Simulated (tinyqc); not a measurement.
Electron continuity equation in a given potential, Scharfetter-Gummel discretisation: one step of the calculation.

Steady state in one dimension: J = q mu n E + q D dn/dx with E = -dpsi/dx and D = mu Vt, dJ/dx = q (n/tau - G), fixed densities nL and nR at the ends. The potential is given, psi = U x/L, and is not changed by the electrons.

Task. Densities and current. B(d) = d/(exp(d) - 1) with d_i = (psi_(i+1) - psi_i)/Vt; b and f are the diagonal and right side of the balance equations. Solve B(-d_(i-1)) n_(i-1) + b_i n_i + B(d_i) n_(i+1) = f_i (end values already in f), then J_i = (q D/h) [n_(i+1) B(d_i) - n_i B(-d_i)], h = L/8, D = mu Vt.

Inputs (values chosen for the exercise); mobility close to that of gallium arsenide at room temperature: temperature T = 450 K; electron mobility mu = 7900 cm^2/(V s); length of the region L = 0.22 um; density at x = 0 nL = 6.3e15 cm^-3; density at x = L nR = 0 cm^-3.

Constants: q = 1.602176634e-19 C, kB = 1.380649e-23 J/K, Vt = kB T/q. Results are converted to the units shown.

```
interval,B(d_i),B(-d_i)
0,0.88250431,1.1274886
1,0.88250431,1.1274886
2,0.88250431,1.1274886
3,0.88250431,1.1274886
4,0.88250431,1.1274886
5,0.88250431,1.1274886
6,0.88250431,1.1274886
7,0.88250431,1.1274886
```

```
node,diagonal b,right side f (cm^-3)
1,-2.0324348,-7.5228422e15
2,-2.0324348,-4.1966410e14
3,-2.0324348,-4.1966410e14
4,-2.0324348,-4.1966410e14
5,-2.0324348,-4.1966410e14
6,-2.0324348,-4.1966410e14
7,-2.0324348,-4.1966410e14
```

Give: n; J.

Result.

```
node,n (cm^-3)
0,6.300e15
1,6.719e15
2,6.950e15
3,6.947e15
4,6.643e15
5,5.949e15
6,4.737e15
7,2.834e15
8,0
```

```
interval,J (1e4 A/cm^2)
0,-2.094
1,-2.574
2,-3.045
3,-3.516
4,-3.998
5,-4.509
6,-5.068
7,-5.704
```

Range of the model: The drift velocity mu E exceeds 1e7 cm/s somewhere, where real mobilities no longer stay constant.

Program tinyqc, `OMP_NUM_THREADS=1 python tinyqc.py 2220153 2220154 out.jsonl`; Intel Xeon 2.30GHz, shared host, one thread, about 0.01 s.
